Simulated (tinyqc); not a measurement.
## Absorption coefficient and reflectance from two thicknesses

Problem. With transparent contact layers the responsivity is (1 - Rf)(1 - exp(-al wi)) q lam/(h c). The second absorber is twice as thick as the first. Find al and Rf.

Parameters, values chosen for the exercise: wavelength lam = 1310 nm.

Constants: q = 1.602176634e-19 C, h = 6.62607015e-34 J s, c = 299792458 m/s. Results are converted to the units shown.

responsivity for wi = 0.85 and 1.7 um (A/W): 0.45897158  0.71450119

Solution. The ratio of the responsivities is 1 + exp(-al w1), which gives al; either value then gives 1 - Rf.

al = 6.89e3 1/cm
Rf = 0.0200

Program tinyqc, `OMP_NUM_THREADS=1 python tinyqc.py 2250001 2250002 out.jsonl`; Intel Xeon 2.30GHz, shared host, one thread, about 0.01 s.
